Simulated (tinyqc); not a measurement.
# One-dimensional ballistic tunnel FET, two-band WKB: what changes with what

A p-type source for x < 0 with its Fermi level at 0 and its valence edge at ds; in the channel the bands fall as D exp(-x/lam) towards their flat values, with the conduction edge at Ec = ds - dP and D = dP + Eg. The gate moves dP one to one. The drain Fermi level lies at -Vd and the drain side reflects nothing. For w = E - Ec between 0 and dP an electron crosses the gap. Two-band dispersion with equal masses m: inside the gap kappa = sqrt(m u (1 - u/Eg)/C), u the distance from a band edge, C = hbar^2/(2 m0).

Inputs (values chosen for the exercise); band and dielectric values close to those of gallium arsenide: temperature T = 300 K; band gap Eg = 1.41 eV; band-edge mass of the two-band model m = 0.071 m0; screening length of the source junction lam = 3 nm; source valence edge above the source Fermi level ds = 0.12 eV; drain bias Vd = 0.2 V; number of degenerate subbands (spin apart) g = 1; tunnelling window Ev(source) - Ec(channel) dP = 0.3 eV.

Constants: q = 1.602176634e-19 C, kB = 1.380649e-23 J/K, hbar = 1.054571817e-34 J s, h = 6.62607015e-34 J s, m0 = 9.1093837015e-31 kg, Vt = kB T/q, hbar^2/(2 m0) = 0.0380998212 eV nm^2. Results are converted to the units shown.

Each table varies one quantity; the others keep the values above.

## Output curve

S(w) = 2 lam int_0^Eg kappa(u) du/(w + Eg - u) = 2 pi lam sqrt(m/(C Eg)) [w + Eg/2 - sqrt(w (w + Eg))], T(w) = exp(-S). I = g (2 q^2/h) int_0^dP T(w) [f(E) - f(E + Vd)] dw, E = ds - dP + w, f(x) = 1/(1 + exp(x/Vt)). Swing = d(dP)/d(log10 I).

Output curve:
```
Vd (V)	I (uA)
0.02	7.648e-4
0.09	0.002210
0.16	0.002588
0.24	0.002644
0.31	0.002647
0.38	0.002647
0.45	0.002647
0.53	0.002647
0.6	0.002647
```

What does the table show?

I rises from 7.65e-4 to 0.00265 uA; it reaches 95 % of the last value at Vd = 0.16 V among the rows. The drain Fermi level passes the channel conduction edge at Vd = dP - ds = 0.180 V, after which the back flow dies out. The window dP is held fixed.

## Transfer curve and swing

Same model as above.

Transfer curve and swing:
```
dP (eV)	T(w = dP)	I (uA)	swing (mV/decade)
0.0094	2.311e-6	1.002e-8	11.03
0.014	3.649e-6	2.286e-8	14.74
0.021	6.294e-6	5.864e-8	19.59
0.03	1.094e-5	1.490e-7	24.93
0.045	2.237e-5	4.981e-7	32.38
0.066	4.801e-5	1.868e-6	40.79
0.097	1.123e-4	8.897e-6	50.71
0.14	2.701e-4	5.068e-5	63.91
0.21	7.551e-4	4.179e-4	92.04
0.31	0.002088	0.003102	143.2
```

Read the table: what changes, and by how much?

I rises from 1.00e-8 to 0.00310 uA and the swing rises from 11.0 to 143 mV/decade. The thermionic limit is Vt ln 10 = 59.5 mV/decade; the swing stays under it up to dP = 0.097 eV among the rows, where I is 8.90e-6 uA, 0.29 % of the last row. Leakage below the onset is not in the model.

## Effect of the band gap with the mass tied to it

Same model as above.

The mass follows the gap, m = 0.071 Eg/1.41 eV.

Results:
```
Eg (eV)	T(w = dP)	I (uA)	swing (mV/decade)
0.2	0.7594	6.886	368.5
0.37	0.4517	2.851	282.4
0.54	0.2291	1.045	233.6
0.71	0.1038	0.3552	201.8
1.06	0.01585	0.03286	161.7
1.23	0.005818	0.009786	148.7
1.4	0.002041	0.002834	138.2
```

Estimate the missing row, Eg = 0.89 eV.

Computed row:
```
Eg (eV)	T(w = dP)	I (uA)	swing (mV/decade)
0.89	0.04091	0.1067	178.2
```

With this row back in the table: T(w = dP) falls from 0.759 to 0.00204 and I falls from 6.89 to 0.00283 uA; the swing falls from 369 to 138 mV/decade. With m/Eg fixed, S depends on the gap only through w + Eg/2 - sqrt(w (w + Eg)). For Eg = 0.2, 0.37, 0.54 S at w = dP is below 2, where a WKB prefactor of 1 is a rough guess.

Numbers from tinyqc (`OMP_NUM_THREADS=1 python tinyqc.py 2620137 2620138 out.jsonl`; about 0.01 s on one thread of a shared Intel Xeon 2.30GHz).
